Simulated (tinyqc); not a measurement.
Trench capacitor in an array: capacitance, non-linearity, leakage and relaxation: two steps of the calculation.

A film between two metal electrodes, each interface adding a series capacitance ci. The small-signal permittivity is ek (1 + aq E^2); the field is found with the linear permittivity. Leakage J = J0 sinh(E/Ef). After a voltage step the film passes a relaxation current kr C V tt^(-nr), tt being the time in seconds. The sidewall is a coaxial capacitor with radii a = dm/2 - t and b = dm/2, depth AR dm; the end face is left out.

Parameters, values chosen for the exercise; permittivity of the order of that of zirconium oxide:

| symbol | value | unit | meaning |
|---|---|---|---|
| ek | 32.8 |  | relative permittivity of the film |
| t | 13 | nm | film thickness |
| ci | 87 | uF/cm^2 | capacitance of each electrode interface (dead layer and screening) |
| aq | 0.0052 | cm^2/MV^2 | quadratic field coefficient of the permittivity |
| V | 0.5 | V | bias |
| J0 | 1.4e-10 | A/cm^2 | leakage prefactor |
| Ef | 0.18 | MV/cm | field for an e-fold rise of the leakage |
| dm | 110 | nm | diameter of the hole |
| AR | 50 |  | aspect ratio, depth over diameter |
| pt | 240 | nm | pitch of the square array |
| rho | 200 | uohm cm | resistivity of the inner electrode |

Constants: eps0 = 8.8541878128e-14 F/cm where lengths are in cm. Results are converted to the units shown.

Task 1. Planar capacitance, field and non-linearity. Planar film: Cf = eps0 ek/t, 1/C = 1/Cf + 2/ci, EOT = 3.9 eps0/C, effective permittivity C t/eps0, E = (V/t) C/Cf; quadratic coefficient [C(V)/C - 1]/V^2 with Cf (1 + aq E^2) in C(V).

Find: Cf; C; EOT; effective permittivity; E; quadratic coefficient; J.

Result 1.

Cf = 2.234 uF/cm^2
C = 2.125 uF/cm^2
EOT = 1.625 nm
effective permittivity = 31.20
E = 0.3658 MV/cm
quadratic coefficient = 2648 ppm/V^2
J = 5.251e-10 A/cm^2

The interfaces take 4.88 % of the voltage.

Task 2. Cell capacitance, fields and time constant. Per length 1/c = ln(b/a)/(2 pi eps0 ek) + (1/a + 1/b)/(2 pi ci); cell capacitance c AR dm; per footprint over pt^2; fields c V/(2 pi eps0 ek r) at r = a and b; resistance of the inner electrode rho AR dm/(pi a^2); time constant R C/3 of the distributed line.

Wanted: a; b; cell capacitance; capacitance per footprint; field at a; field at b; R; R C/3.

Result 2.

a = 42.000 nm
b = 55.000 nm
cell capacitance = 35.378 fF
capacitance per footprint = 61.420 uF/cm^2
field at a = 0.41965 MV/cm
field at b = 0.32046 MV/cm
R = 1.9849 kohm
R C/3 = 23.408 ps

The array gives 28.9 times the planar capacitance per footprint; curvature makes the field at the inner electrode 1.15 times the planar value.

Numbers from tinyqc (`OMP_NUM_THREADS=1 python tinyqc.py 2102122 2102123 out.jsonl`; about 0.01 s on one thread of a shared Intel Xeon 2.30GHz).
